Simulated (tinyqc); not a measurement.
Bond-orbital model of a tetrahedral semiconductor (Harrison's universal couplings), step by step. Values are carried at full precision from step to step, so a last printed digit may differ when a step is redone from the rounded ones.

Hybrid level eh = (es + 3 ep)/4; metallic energy V1 = (ep - es)/4 for each atom; covalent energy V2 = 3.22 hbar^2/(m d^2); polar energy V3 = (ehc - eha)/2; hbar^2/m = 2c, c = hbar^2/2m0. Polarity ap = V3/sqrt(V2^2 + V3^2), covalency ac = V2/sqrt(V2^2 + V3^2). p-p coupling at Gamma Exx = (4/3)(2.22 - 2 x 0.63) hbar^2/(m d^2) = 1.28 hbar^2/(m d^2), s-s coupling Ess = 4 x 1.32 hbar^2/(m d^2).

Constants: hbar^2/2m0 = 3.80998211 eV angstrom^2.

Values chosen for the exercise (near tabulated values for AlN; the model gives trends, and its gaps can be far from the real ones; the results hold for these values, not for the real material):
```
symbol  value   unit      meaning
esc     -10.77  eV        s level, cation
epc     -5.78   eV        p level, cation
esa     -26.18  eV        s level, anion
epa     -13.68  eV        p level, anion
d       1.88    angstrom  bond length
Z       5                 valence electrons of the anion
```

## The three energies

Form the hybrid levels, V1, V2 and V3.

hbar^2/(m d^2) = 2.1559 eV

hybrid levels (eV): cation -7.0275, anion -16.8050

V1 (eV): cation 1.2475, anion 3.1250

V2, V3 (eV): 6.9421  4.8887

## Bond and antibond

The 2 x 2 problem [[ehc, -V2], [-V2, eha]] gives (ehc + eha)/2 -/+ sqrt(V2^2 + V3^2); ap = V3/sqrt(V2^2 + V3^2), ac = V2/sqrt(V2^2 + V3^2); the bond has weight (1 + ap)/2 on the anion.

levels (eV): bond -20.4070, antibond -3.4255

ap = 0.5758
ac = 0.8176
weight on the anion = 0.7879

## Charges

With dZ = Z - 4: effective charge Z* = 4 ap - dZ (positive on the cation); transverse charge eT* = Z* + (8/3) ap ac^2.

Z* = 1.303 e
eT* = 2.329 e

Charge that flows along the bonds as they stretch adds 1.03 e to the static value.

## Metallicity and a gap from the bond picture

Neighbouring bonds couple through V1: averaged V1b = V1c (1 - ap)/2 + V1a (1 + ap)/2 for the bond band and V1x = V1c (1 + ap)/2 + V1a (1 - ap)/2 for the antibond band. The top of the bond band lies V1b above the bond level and the bottom of the antibond band 3 V1x below the antibond level, so the gap is 2 sqrt(V2^2 + V3^2) - V1b - 3 V1x; metallicity am = (V1b + 3 V1x)/(2 sqrt(V2^2 + V3^2)).

V1b, V1x (eV): 2.7268  1.6457

gap = 9.318 eV
am = 0.451

The gap closes where am reaches one. The model gives trends; its gap can miss the real one by a factor of two to five, most in ratio for narrow gaps and most in eV for first-row compounds.

## Band edges at Gamma

Ev is the lower root of [[epa, Exx], [Exx, epc]] and the s-like conduction level the upper root of [[esa, Ess], [Ess, esc]], with Exx = 1.28 u and Ess = 5.28 u, u = hbar^2/(m d^2).

Exx, Ess (eV): 2.7596  11.3834

Ev = -14.548 eV
s-like conduction level = -4.729 eV
E0 gap = 9.819 eV

Universal couplings give the trend of E0 from compound to compound, not its value; it can miss by several eV and by a factor of two or more, and spin-orbit coupling is left out.

## Checks

- Bond level from the formula against the 2 x 2 matrix: both -20.4070.

tinyqc: `OMP_NUM_THREADS=1 python tinyqc.py 1452283 1452284 out.jsonl`; about 0.01 s, one thread, shared Intel(R) Xeon(R) Processor @ 2.30GHz.
